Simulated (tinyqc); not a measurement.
Worked calculation: G0W0 on RHF in the 6-31g basis, for He, spin multiplicity 1. One step of it, computed by the program tinyqc.

Task: Iteration 9 (converged): orbitals. Diagonalise F' = X^T F X, C = X C', fill 1 alpha and 1 beta electrons from the bottom; D = 2 C_occ C_occ^T. Each column has its largest component positive (the first on a tie).

converged F (hartree):
```
           1He 1s     1He 2s
1He 1s  -0.549218  -1.000372
1He 2s  -1.000372  -0.429150
```

X:
```
                1         2
1He 1s   1.169047  0.553145
1He 2s  -1.169047  0.553145
```

Give: F' = X^T F X; orbital energies; coefficients C; D after iteration 9.

Result:

F' = X^T F X (hartree):
```
         1        2
1   1.3973  -0.0776
2  -0.0776  -0.9115
```

orbital energies (hartree): MO1 -0.9141, MO2 1.3999

coefficients C:
```
           MO1      MO2
1He 1s  0.5921  -1.1498
1He 2s  0.5136   1.1870
```

D after iteration 9:
```
        1He 1s  1He 2s
1He 1s  0.7011  0.6082
1He 2s  0.6082  0.5275
```
